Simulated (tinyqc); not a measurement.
Inside a calculation. Method: sp3 tight binding, zinc-blende lattice. One step of it, computed by the program tinyqc.

Problem. Levels at k. Diagonalise the Hermitian matrix.

H(k) at k (eV):
```
,a s,a px,a py,a pz,c s,c px,c py,c pz
a s,-18.090000,0.000000,0.000000,0.000000,-6.281212-0.056673i,0.048781+2.332853i,-0.407148-0.279504i,0.183600+0.619824i
a px,0.000000,-8.480000,0.000000,0.000000,-0.048781-2.332853i,2.079298+0.018761i,0.291130+0.982842i,-0.645607-0.443203i
a py,0.000000,0.000000,-8.480000,0.000000,0.407148+0.279504i,0.291130+0.982842i,2.079298+0.018761i,0.077351+3.699159i
a pz,0.000000,0.000000,0.000000,-8.480000,-0.183600-0.619824i,-0.645607-0.443203i,0.077351+3.699159i,2.079298+0.018761i
c s,-6.281212+0.056673i,-0.048781+2.332853i,0.407148-0.279504i,-0.183600+0.619824i,-13.950000,0.000000,0.000000,0.000000
c px,0.048781-2.332853i,2.079298-0.018761i,0.291130-0.982842i,-0.645607+0.443203i,0.000000,-6.320000,0.000000,0.000000
c py,-0.407148+0.279504i,0.291130-0.982842i,2.079298-0.018761i,0.077351-3.699159i,0.000000,0.000000,-6.320000,0.000000
c pz,0.183600-0.619824i,-0.645607+0.443203i,0.077351-3.699159i,2.079298-0.018761i,0.000000,0.000000,0.000000,-6.320000
```

Give: eigenvalues; weights |c|^2 of the basis functions.

Solution.

eigenvalues (eV): -22.9735  -12.4891  -11.9192  -11.4835  -7.3067  -4.5350  -2.9678  -2.7652

weights |c|^2 of the basis functions:
```
,band 1,band 2,band 3,band 4,band 5,band 6,band 7,band 8
a s,0.6436,0.1037,0.0036,0.0478,0.1839,0.0143,0.0006,0.0026
a px,0.0063,0.1729,0.0145,0.2232,0.2978,0.2680,0.0002,0.0170
a py,0.0001,0.1045,0.4515,0.0485,0.0241,0.0042,0.1143,0.2528
a pz,0.0005,0.1819,0.1471,0.2874,0.0053,0.0041,0.2629,0.1109
c s,0.3376,0.1880,0.0079,0.0873,0.3734,0.0023,0.0005,0.0030
c px,0.0107,0.0656,0.0124,0.1110,0.0927,0.6775,0.0004,0.0297
c py,0.0003,0.0974,0.2157,0.0537,0.0190,0.0178,0.2008,0.3952
c pz,0.0009,0.0859,0.1473,0.1410,0.0039,0.0117,0.4205,0.1888
```
